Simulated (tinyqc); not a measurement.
From one set of inputs to another, one input at a time: four-point probe, van der Pauw, Hall and spreading-resistance readings of a semiconductor layer. Computed by tinyqc, a small Python program. Command: `OMP_NUM_THREADS=1 python tinyqc.py 3111463 3111464 out.jsonl probe ladder`. One thread of a shared host (Intel(R) Xeon(R) Processor @ 2.30GHz), about 0.01 s of CPU time with the checks.

The layer is uniform and ohmic; contacts are points unless a radius is given.

The inputs printed are set A. Set A is modelled on n-type silicon; the values taken over come from a set modelled on p-type silicon. Inputs not listed in the table keep their values of set A, so the rows need not describe a real material.

Inputs (values chosen for the exercise, modelled on n-type silicon): carrier density n = 1e+16 1/cm^3; drift mobility mu = 1150 cm^2/(V s); layer thickness t = 1800 micrometre; probe spacing s = 1 mm; current I = 0.3 mA; side ratio a/b of the van der Pauw rectangle = 2.2; magnetic field B = 0.42 T; Hall factor r_H = 1.3.

Backing of the layer: insulating.

Constants: e = 1.602176634e-19 C.

Method:
- rho = 1/(e n mu); R_s = rho/t.
- Collinear probes with equal spacing on a layer with insulating backing: images at depth 2 m t give V = (rho I/(2 pi s)) G, G = 1 + 4 sum_(m>=1) [1/sqrt(1 + (2 m u)^2) - 1/sqrt(4 + (2 m u)^2)], u = t/s; the sum runs to m = 20000, with the tail 3/(32 u^3 M^2) added to the sum for M = 20000.
- Limits: thick, rho = 2 pi s V/I; thin on an insulator, rho = (pi/ln 2) t V/I.
- Thin rectangle with point contacts at the corners; for R_B current and voltage contacts lie along the two sides of length a, for R_A along those of length b: exp(-pi R_A/R_s) = (theta_4/theta_3)^4, exp(-pi R_B/R_s) = (theta_2/theta_3)^4 with q = exp(-pi a/b), theta_2 = 2 sum_(m>=0) q^((m + 1/2)^2), theta_3 = 1 + 2 sum_(m>=1) q^(m^2), theta_4 = 1 + 2 sum_(m>=1) (-1)^m q^(m^2).
- V_H = r_H I B/(e n t); apparent density n/r_H; Hall mobility r_H mu; Hall angle tan = r_H mu B (SI).

Each row keeps all changes above it:
```
input moved                                    from       to  rho by the thick formula (ohm cm)  Hall voltage (mV)  R_B (ohm)
set A                                             -        -                              0.610           0.056798      3.980
carrier density n (1/cm^3)                    1e+16  9.9e+15                              0.616           0.057371      4.020
side ratio a/b of the van der Pauw rectangle    2.2      1.1                              0.616           0.057371      0.896
magnetic field B (T)                           0.42      0.7                              0.616           0.095619      0.896
current I (mA)                                  0.3     0.02                              0.616           0.006375      0.896
layer thickness t (micrometre)                 1800      180                              4.222           0.063746      8.958
drift mobility mu (cm^2/(V s))                 1150      395                             12.293           0.063746     26.081
probe spacing s (mm)                              1    1.588                             19.520           0.063746     26.081
```

Which inputs carry the difference?

rho by the thick formula goes from 0.610 to 19.5, a factor 32.0 in all. The largest single move comes from layer thickness t (a factor 6.85). Hall voltage goes from 0.0568 to 0.0637, a factor 1.12 in all. The largest single move comes from current I (a factor 0.0667), but it runs against the net change; the largest move in the direction of the net change is layer thickness t (a factor 10.0). R_B goes from 3.98 to 26.1, a factor 6.55 in all. The largest single move comes from layer thickness t (a factor 10.0), and side ratio a/b of the van der Pauw rectangle works against it (a factor 0.223). The single moves hold for this order of the switches; the total does not depend on the order.

Extremes, crossings and ranges named in words are read from the listed rows.
